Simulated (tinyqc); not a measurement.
Octagonal on-chip spiral inductor, lumped pi model: two steps of the calculation.

Outer diameter do = di + 2 n wd + 2 (n - 1) sp, mean da = (do + di)/2, fill p = (do - di)/(do + di), length l = 3.314 n da. L = 2.25 mu0 n^2 da/(1 + 3.55 p), mu0 = 4 pi 1e-7 H/m. Rs = rho l/(wd delta (1 - exp(-th/delta))), delta = sqrt(rho/(pi f mu0)). Cs = n wd^2 eps0 eo/hu across the coil. At each end Cox = l wd eps0 eo/(2 ho) leads to the substrate branch Rsi = 2 rs he/(l wd) in parallel with Csi = l wd eps0 11.7/(2 he). With one end grounded Y = 1/(Rs + i w L) + i w Cs + 1/[1/(i w Cox) + 1/(1/Rsi + i w Csi)], w = 2 pi f; Q = -Im Y/Re Y. Eddy currents in neighbouring turns and in the substrate are left out.

Values chosen for this exercise; values of the order met in silicon radio-frequency processes:
- n = 1.5 (number of turns)
- wd = 15 um (line width)
- sp = 2 um (space between turns)
- di = 40 um (inner diameter)
- th = 3.4 um (metal thickness)
- rho = 2.2 uohm cm (metal resistivity)
- ho = 8.5 um (oxide below the coil)
- hu = 1.4 um (oxide between coil and underpass)
- eo = 3 (relative permittivity of the oxide)
- rs = 20 ohm cm (substrate resistivity)
- he = 50 um (effective spreading depth in the substrate)
- f = 3.9 GHz (frequency)

Constants: eps0 = 8.8541878128e-12 F/m. Results are converted to the units shown.

Question 1. Geometry and model elements. do, l, L, delta, Rs, Cs, Cox, Rsi and Csi as defined.

Give: do; l; L; delta; Rs; Cs; Cox; Rsi; Csi.

Answer 1.

do = 87.000 um
l = 315.66 um
L = 0.17459 nH
delta = 1.1954 um
Rs = 0.41122 ohm
Cs = 6.4035 fF
Cox = 7.3983 fF
Rsi = 4224.0 ohm
Csi = 4.9050 fF

Question 2. Admittance, quality factor and apparent inductance. Series branch 1/(Rs + i w L), substrate branch, total Y, Q = -Im Y/Re Y, apparent inductance Im(1/Y)/w, metal-only value w L/Rs, share of the loss in the substrate Re(substrate branch)/Re Y.

L = 0.17459293 nH
Rs = 0.41122428 ohm
Cs = 6.4034751 fF
Cox = 7.3982638 fF
Rsi = 4223.9741 ohm
Csi = 4.9050489 fF

Find: series branch; substrate branch; Y; Q; apparent inductance; w L/Rs; share of the loss in the substrate.

Answer 2.

series branch = 22.3-231.6i mS
substrate branch = 0.0530+0.1139i mS
Y = 22.3-231.3i mS
Q = 10.37
apparent inductance = 0.1748 nH
w L/Rs = 10.40
share of the loss in the substrate = 0.2373 %

Q is 99.6 % of the metal-only value.

Numbers from tinyqc (`OMP_NUM_THREADS=1 python tinyqc.py 2302144 2302145 out.jsonl`; about 0.01 s on one thread of a shared Intel Xeon 2.30GHz).
